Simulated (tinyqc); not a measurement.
Ellipsoidal valleys in the axes of a wafer and a channel, step by step. Values are carried at full precision from step to step, so a last printed digit may differ when a step is redone from the rounded ones.

Valleys with axes a along [111], [1-1-1], [-11-1] and [-1-11], one whole valley each; inverse mass tensor w = 1/mt + (1/ml - 1/mt) a a. Device axes: z = nz/|nz|, x = nx/|nx|, y = z cross x; in them a = (ax, ay, az). Confinement mass mz = 1/w_zz. In the plane w_ij is replaced by u_ij = w_ij - w_iz w_jz/w_zz (i, j = x, y); density-of-states mass md = 1/sqrt(det u); conductivity mass along x mc = 1/u_xx; ballistic transport mass mx = u_yy/det u, width mass my = 1/u_yy.

Constants: hbar^2/2m0 = 3.80998211 eV angstrom^2; kB = 8.617333262e-05 eV/K.

Inputs chosen for the exercise (near those of the L valleys of GaAs; the results hold for these values, not for the real material): ml = 1.973 m0 (longitudinal mass); mt = 0.076 m0 (transverse mass); nz = (1, 1, 0) (surface normal (confinement)); nx = (0, 0, 1) (channel direction); t = 4.5 nm (thickness of the film); T = 400 K (temperature).

## Device axes and valley axes

Give the rows x, y, z in cubic components and each valley axis in device components.

device axes, rows x, y, z; columns [100], [010], [001]:
$$\begin{pmatrix}
0.0000 & 0.0000 & 1.0000 \\
0.7071 & -0.7071 & 0.0000 \\
0.7071 & 0.7071 & 0.0000
\end{pmatrix}$$

valley axes, rows [111], [1-1-1], [-11-1], [-1-11]; columns ax, ay, az:
$$\begin{pmatrix}
0.5774 & 0.0000 & 0.8165 \\
-0.5774 & 0.8165 & 0.0000 \\
-0.5774 & -0.8165 & 0.0000 \\
0.5774 & 0.0000 & -0.8165
\end{pmatrix}$$

## Tensors of the valley [1-1-1]

Form w and the reduced tensor u.

w (1/m0), rows x, y, z and columns alike:
$$\begin{pmatrix}
8.9409 & 5.9638 & 0.0000 \\
5.9638 & 4.7239 & 0.0000 \\
0.0000 & 0.0000 & 13.1579
\end{pmatrix}$$

u (1/m0), rows x, y and columns alike:
$$\begin{pmatrix}
8.9409 & 5.9638 \\
5.9638 & 4.7239
\end{pmatrix}$$

w_xz = w_yz = 0: the normal is a principal axis and u is the upper block of w.

## Masses of all valleys

Give mz, md, mc, mx and my.

Masses (m0):
```
valley       mz      md      mc      mx      my
[111]    0.2117  0.2320  0.7083  0.7083  0.0760
[1-1-1]  0.0760  0.3872  0.1118  0.7083  0.2117
[-11-1]  0.0760  0.3872  0.1118  0.7083  0.2117
[-1-11]  0.2117  0.2320  0.7083  0.7083  0.0760
```

mz md^2 = ml mt^2 = 0.01140 for every valley, so a heavy confinement mass comes with a small density of states. The heaviest mz is 0.212, for [111] and [-1-11].

## Subbands and shares in a film

Hard walls: E_n = c (n pi/t)^2/mz, c = hbar^2/2m0, n = 1, 2, 3. Non-degenerate share of a valley proportional to md sum_n exp(-E_n/kT); mean 1/mc = sum of share/mc. 1 nm = 10 angstrom.

Give the ladders, the shares and the mean conductivity mass.

Subbands:
```
valley   E1 (meV)  E2 (meV)  E3 (meV)  share
[111]        87.7     350.9     789.5  0.491
[1-1-1]     244.3     977.3    2199.0  0.009
[-11-1]     244.3     977.3    2199.0  0.009
[-1-11]      87.7     350.9     789.5  0.491
```

mean mc = 0.6481 m0

The lowest ladder ([111] and [-1-11]) holds 98 % of the electrons in these valleys, the next starts 157 meV higher.

## Checks

- mz md^2 against ml mt^2: they agree to 1e-10 or better.
- mx my against md^2: they agree to 1e-10 or better.

Computed by tinyqc, a small Python program: `OMP_NUM_THREADS=1 python tinyqc.py 1850597 1850598 out.jsonl` (the numbers bound the seed that draws the inputs); one thread of a shared host (Intel(R) Xeon(R) Processor @ 2.30GHz), about 0.02 s for the whole set of steps.
